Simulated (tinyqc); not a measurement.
Worked calculation: Weaire-Thorpe hybrids on a Bethe lattice: gap and dangling bond of an amorphous tetrahedral solid. Values are carried at full precision from step to step, so a last printed digit may differ when a step is redone from the rounded ones.

Four sp3 hybrids an atom at energy 0, coupled by -V1 on the atom and by -V2 along a bond; the bonds form a tree (no rings). For any network the gap runs at least from -V2 + V1 to V2 - 3 V1, and p-like states pile up at -V2 + V1 and V2 + V1. On the tree the gap is wider: it ends at Ec = -V1 + sqrt(V2^2 + 4 V1^2 - 2 sqrt3 V1 V2), which makes it well wider than the gaps of the real glasses. A branch seen from a hybrid has the self-energy S = V2^2 g, where g is the Green function of the hybrid across the bond, whose three partners carry S themselves. With a = z - V1, b = a - S: g = 1/(a + V1 b/(b + 3 V1)), z = E + i eta. A full atom has G = (1/b)(b + 3 V1)/(b + 4 V1) per hybrid; a dangling hybrid with shift dh has G = 1/(1/g - dh).

Values chosen for the exercise (of the size of tabulated hybrid energies for amorphous silicon; the results hold for these values, not for the real material): V1 = 1.82 eV (coupling of two hybrids on one atom); V2 = 4.4 eV (coupling of the two hybrids of a bond); E = 0.06 eV (energy); eta = 0.02 eV (broadening); dh = -0.07 eV (shift of the dangling hybrid (rehybridisation)).

## Edges

Bounds -V2 + V1 and V2 - 3 V1. On the tree the s-like bands are narrower: E = -V1 -/+ sqrt(V2^2 + 4 V1^2 + V1 V2 e) with e from -2 sqrt3 to 2 sqrt3 (for a crystal, -4 to 4), so the conduction edge is -V1 + sqrt(V2^2 + 4 V1^2 - 2 sqrt3 V1 V2).

edges (eV): Ev -2.5800, Ec(bound) -1.0600, Ec(tree) 0.3866

gaps (eV): (bound, reached in the crystal) 1.5200, (tree) 2.9666

The gap needs no periodicity, only V2 > 2 V1 (here V2/V1 = 2.418); leaving out rings widens it by 1.447 eV. Two parameters give the trend, not the value.

## The self-energy at one energy

S = V2^2 g is a quadratic A S^2 + B S + C = 0 with A = a + V1, B = -(a (a + 4 V1) + V2^2), C = V2^2 (a + 3 V1), a = z - V1. Of the two roots take the one with Im S < 0 (if both qualify, the decaying one, with the smaller |V1 V2 g/(b + 3 V1)|).

A, B, C: 0.0600+0.0200i  -9.6444-0.0752i  71.6320+0.3872i

roots (eV): 7.8032+0.1169i  137.2388-47.2109i

S = 137.2388-47.2109i eV

## Densities at that energy

With z = E + i eta, b = z - V1 - S: full atom G = (b + 3 V1)/(b (b + 4 V1)); g = S/V2^2; dangling hybrid 1/(1/g - dh); densities -Im G/pi.

G (1/eV): (bulk) -0.0065-0.0022i, (dangling with dh = 0) 7.0888-2.4386i, (dangling with dh) 4.8605-1.0753i
densities (1/eV): (bulk) 0.0007, (dangling with dh = 0) 0.7762, (dangling with dh) 0.3423

## The dangling-bond level

For eta = 0 the level solves 1/g(E) = dh inside the gap (bisection); its weight on the dangling hybrid is 1/(d(1/g)/dE), by central differences with step 1e-5 eV.

level = -0.0345 eV
above Ev = 2.5455 eV
weight on the dangling hybrid = 0.500

The level lies at 86 % of the gap of the tree; 50 % of it spreads over the back bonds.

## Checks

- Conduction edge from the formula against the zero of the discriminant: both 0.386598.
- S from the quadratic against damped iteration of S = V2^2 g: both 137.2388.

(tinyqc, `OMP_NUM_THREADS=1 python tinyqc.py 1451571 1451572 out.jsonl`, Intel(R) Xeon(R) Processor @ 2.30GHz, 1 thread, shared host, about 0.03 s.)
